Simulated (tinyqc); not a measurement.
# Signal and retention of a DRAM cell: what changes with what

A stored one starts at Vd and leaks: Cs dV/dt = -I(V), I = a sqrt((V + Vb)/(Vd + Vb)) + b, with a = Ig exp[-(Eg1 q/kB)(1/T - 1/T0)] (generation in a depletion layer) and b = Is exp[-(Es q/kB)(1/T - 1/T0)]. The bit line is precharged to Vd/2, and charge sharing gives the signal (V - Vd/2) Cs/(Cs + Cb).

Values chosen for this exercise: array voltage Vd = 1.5 V; cell capacitance Cs = 15 fF; bit-line capacitance Cb = 84 fF; smallest signal that the sense amplifier resolves dm = 63 mV; built-in plus back-bias voltage of the storage junction Vb = 1.63 V; junction leakage at V = Vd and T0 Ig = 0.69 fA; voltage-independent leakage at T0 Is = 1.1 fA; activation energy of Is Es = 0.28 eV; reference temperature T0 = 358 K; temperature T = 328 K; deviation of ln(retention time) over the cells sg = 0.89; cells Nc = 8.59e9; refresh interval tr = 64 ms; activation energy of Ig Eg1 = 0.58 eV.

Constants: q = 1.602176634e-19 C, kB = 1.380649e-23 J/K. Results are converted to the units shown.

Each table varies one quantity; the others keep the values above.

## Failing cells against the refresh interval

The cell fails below Vc = Vd/2 + dm (Cs + Cb)/Cs. With s = sqrt((Vc + Vb)/(Vd + Vb)), the time from Vd to Vc is t = [2 Cs (Vd + Vb)/a] [1 - s - (b/a) ln((a + b)/(a s + b))]. This time is the median of a log-normal spread: failing cells = Nc erfc(z/sqrt 2)/2, z = ln(t/tr)/sg.

Failing cells against the refresh interval:
```
tr (ms)	z	failing cells
16	7.032	0.008756
32	6.253	1.729
64	5.474	188.8
128	4.695	1.143e4
256	3.917	3.858e5
512	3.138	7.313e6
1024	2.359	7.872e7
2048	1.580	4.900e8
```

What does the comparison show?

Doubling the interval lowers z by ln 2/sg = 0.779 and multiplies the count by 198 between the first two rows and by 6.22 between the last two. The count passes 1 at tr = 32 ms among the rows.

## Effect of the bit-line capacitance

Same model as above.

Effect of the bit-line capacitance:
```
Cb (fF)	Vc (V)	retention time (s)	failing cells
15	0.8760	15.68	2.728
30	0.9390	14.08	5.824
45	1.002	12.49	13.37
60	1.065	10.90	33.58
75	1.128	9.309	94.59
90	1.191	7.724	310.1
105	1.254	6.142	1256
120	1.317	4.565	7001
```

Vc rises by dm/Cs = 4.20 mV for each fF, and the retention time falls from 15.7 to 4.56 s; the margin is gone at Cb = 164 fF.

## Effect of the cell capacitance

Same model as above.

Results:
```
Cs (fF)	Vc (V)	retention time (s)	failing cells
8	1.474	0.3383	2.635e8
12	1.254	4.914	4615
16	1.144	9.506	82.54
24	1.034	18.71	0.7627
28	1.002	23.31	0.1473
32	0.9784	27.92	0.03662
```

Estimate the missing row, Cs = 20 fF.

Computed row:
```
Cs (fF)	Vc (V)	retention time (s)	failing cells
20	1.078	14.11	5.764
```

With this row back in the table: The retention time rises from 0.338 to 27.9 s, as Cs^(6.60) between the first two rows and Cs^(1.35) between the last two: faster than Cs, because the margin Vd - Vc grows too. It vanishes at Cs = 7.70 fF, where even a fresh one gives only dm.

Range of the model: Real arrays also hold a tail of unusually leaky cells and cells whose retention varies in time, which this model lacks.

Computed by the program tinyqc: `OMP_NUM_THREADS=1 python tinyqc.py 2130121 2130122 out.jsonl`, one thread of a shared Intel Xeon 2.30GHz, about 0.01 s for the whole run.
